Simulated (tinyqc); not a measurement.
Interdiffusion in a binary couple: Darken equations, Kirkendall shift and Boltzmann-Matano analysis: one step, computed by the program tinyqc.

x is the mole fraction of B; the molar volume is constant, and the two halves are long enough to count as infinite.

Question. Boltzmann-Matano diffusivity. D~(x) = area/(2 t slope), with z counted from the original interface (the Matano plane); 1 um^2 = 1e-12 m^2.

Inputs (values chosen for the exercise, for a model alloy A-B): temperature T = 1070 K; time t = 19000 s.

area -int z dx from x_L to the local x = 6.239424 um

slope dx/dz at the local x = 0.002843781 1/um

Give: D~ from the profile.

Answer.

D~ from the profile = 5.774e-14 m^2/s
